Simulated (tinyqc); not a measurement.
## Gate work function from the charge

Problem. For an undoped double gate, Q = 8 eps0 eps_r Vt beta tan(beta)/ts with 0 < beta < pi/2, and at the source (Vg - dphi)/(2 Vt) - ln[(2/ts) sqrt(2 eps0 eps_r Vt/(q ni))] = ln(beta) - ln(cos beta) + 2 r beta tan(beta), r = eps_r tox/(eox ts). Find beta and dphi.

Parameters, values chosen for the exercise; material values close to those of In0.53Ga0.47As:

| symbol | value | unit | meaning |
|---|---|---|---|
| T | 250 | K | temperature |
| eps_r | 14 |  | relative permittivity of the semiconductor |
| eox | 22 |  | relative permittivity of the gate insulator |
| tox | 10 | nm | insulator thickness |
| ts | 25 | nm | body thickness |
| Vg | 1.04 | V | gate voltage |

Constants: q = 1.602176634e-19 C, kB = 1.380649e-23 J/K, Vt = kB T/q, eps0 = 8.8541878128e-14 F/cm where lengths are in cm. Results are converted to the units shown.

Qs = 1841.4788 nC/cm^2
ni = 3.7778742e10 cm^-3

Solution. beta tan(beta) rises from 0 without bound on the interval, so the charge fixes beta; the second relation is then explicit in dphi. At this charge the surface density passes 0.3 Nc, so the classical Boltzmann model is only formal.

beta = 1.501
dphi = 0.1000 V

Program tinyqc, `OMP_NUM_THREADS=1 python tinyqc.py 2440059 2440060 out.jsonl`; Intel Xeon 2.30GHz, shared host, one thread, about 0.01 s.
